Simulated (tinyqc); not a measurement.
Scaling the whole coupling: critical temperature from a phonon spectrum: McMillan, Allen-Dynes and the linearised Eliashberg equation. Computed by tinyqc, a small Python program. Command: `OMP_NUM_THREADS=1 python tinyqc.py 3002698 3002699 out.jsonl eliashberg walk`. One thread of a shared host (Intel(R) Xeon(R) Processor @ 2.30GHz), about 0.01 s of CPU time with the checks.

alpha^2 F(omega) = sum_i (lambda_i omega_i/2) delta(omega - omega_i), so that lambda = 2 int alpha^2 F/omega d omega = sum_i lambda_i.

Inputs (values chosen for the exercise, for a model metal):

| quantity | value | unit |
|---|---|---|
| peak energy omega_1 | 4.43 | meV |
| coupling lambda_1 | 1.15 | - |
| peak energy omega_2 | 12.4 | meV |
| coupling lambda_2 | 0.544 | - |
| peak energy omega_3 | 16.2 | meV |
| coupling lambda_3 | 0.384 | - |
| Coulomb pseudopotential mu* | 0.12 | - |

Peaks in alpha^2 F: three.

Constants: k_B = 8.617333262e-05 eV/K.

Method:
- omega_log = exp(sum lambda_i ln omega_i / lambda); omega_rms = sqrt(sum lambda_i omega_i^2 / lambda).
- McMillan form: k_B T_c = (omega_log/1.2) exp[-1.04 (1 + lambda)/(lambda - mu* (1 + 0.62 lambda))]. Allen-Dynes multiplies it by f1 f2: f1 = [1 + (lambda/L1)^(3/2)]^(1/3), L1 = 2.46 (1 + 3.8 mu*); f2 = 1 + (omega_rms/omega_log - 1) lambda^2/(lambda^2 + L2^2), L2 = 1.82 (1 + 6.3 mu*) omega_rms/omega_log.
- Linearised Eliashberg equation at omega_n = (2n + 1) pi k_B T, n = 0..N-1: lambda(j) = sum_i lambda_i omega_i^2/(omega_i^2 + (2 pi j k_B T)^2); K_mn = lambda(m - n) + lambda(m + n + 1) - 2 mu*(N) - delta_mn [2m + 1 + lambda(0) + 2 sum_(j=1..m) lambda(j)], with 1/mu*(N) = 1/mu* + ln(omega_rms/omega_N), omega_N = (2N + 1) pi k_B T. T_c is where the largest eigenvalue rho of K is zero.
- N is the smallest integer at or above 8 omega_max/(2 pi k_B T_AD), omega_max the highest peak and T_AD the Allen-Dynes value.
- All lambda_i are multiplied by s. The last column is the large-lambda limit for mu* = 0, k_B T_c = 0.1827 omega_rms sqrt(lambda).

lambda = 2.078

omega_rms = 9.98052 meV

omega_log = 7.37034 meV

T_c (K):

| s | lambda | McMillan | Allen-Dynes | Eliashberg | large-lambda limit |
|---|---|---|---|---|---|
| 0.6 | 1.2468 | 7.439 | 8.132 | 7.523 | 23.627 |
| 0.8 | 1.6624 | 10.123 | 11.599 | 11.118 | 27.283 |
| 1.0 | 2.0780 | 12.079 | 14.552 | 14.371 | 30.503 |
| 1.3 | 2.7014 | 14.146 | 18.394 | 18.728 | 34.779 |
| 1.7 | 3.5326 | 15.958 | 22.874 | 23.762 | 39.771 |
| 2.3 | 4.7794 | 17.636 | 28.751 | 30.100 | 46.260 |
| 3.2 | 6.6496 | 19.073 | 36.264 | 37.908 | 54.565 |

What follows from these numbers?

McMillan/Eliashberg runs from 0.99 at lambda = 1.25 to 0.50 at 6.65: the exponential form levels off at large lambda, while the true T_c keeps rising (exponent 0.70 between the last rows, tending to 1/2). Allen-Dynes stays within about 8 % over the table. The last row reaches 69 % of the mu* = 0 limit; with mu* above zero T_c stays below that line at any lambda.

Extremes, crossings and ranges named in words are read from the listed rows.
